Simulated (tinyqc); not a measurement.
From results back to parameters: static screening by free carriers. Four cases, with inputs chosen for the exercise.

Problem. At zero temperature the gas shows Friedel oscillations of period pi/kF and a Thomas-Fermi length 1/qTF; n and m are hidden.

kF = (3 pi^2 n/Mv)^(1/3), EF = c kF^2/m with c = hbar^2/2m0, n in 1/angstrom^3 (1e-24 per 1/cm^3), e2 = e^2/(4 pi eps0). Thomas-Fermi: qTF^2 = 6 pi e2 n/(eps EF). Debye: qD^2 = 4 pi e2 n/(eps kB T).

Constants: hbar^2/2m0 = 3.80998211 eV angstrom^2; e^2/(4 pi eps0) = 14.39964547 eV angstrom.

Case 1.

Values chosen (out of a larger set: near those of GaAs; not measured data): Mv = 1 (valleys); eps = 12.9 (background dielectric constant).

period = 55.8846 angstrom
1/qTF = 37.7008 angstrom

Case 2.

Values chosen (out of a larger set: near those of Ge; not measured data): Mv = 4 (valleys); eps = 16.7 (background dielectric constant).

period = 36.5199 angstrom
1/qTF = 9.61692 angstrom

Case 3.

Values chosen (out of a larger set: a free-electron density near that of Al; not measured data): Mv = 1 (valleys); eps = 1 (background dielectric constant).

period = 1.81550 angstrom
1/qTF = 0.490082 angstrom

Case 4.

Values chosen (out of a larger set: near those of SiC; not measured data): Mv = 3 (valleys); eps = 9.69 (background dielectric constant).

period = 146.459 angstrom
1/qTF = 12.7085 angstrom

Find: kF; n; m.

Solution. kF = pi/period and n = Mv kF^3/(3 pi^2); qTF^2 = 2 e2 Mv m kF/(pi eps c) then gives m.

Case 1.

kF = 0.05622 1/angstrom
n = 6.00e+18 1/cm^3
m = 0.067 m0

Case 2.

kF = 0.08602 1/angstrom
n = 8.60e+19 1/cm^3
m = 0.218 m0

Case 3.

kF = 1.730 1/angstrom
n = 1.75e+23 1/cm^3
m = 1.000 m0

Case 4.

kF = 0.02145 1/angstrom
n = 1.00e+18 1/cm^3
m = 0.388 m0

Computed by tinyqc, one run a case: `OMP_NUM_THREADS=1 python tinyqc.py N N+1 out.jsonl` with N = 1651466, 1651484, 1651510, 1651516; one thread of a shared Intel(R) Xeon(R) Processor @ 2.30GHz, about 0.01 s a run at most.
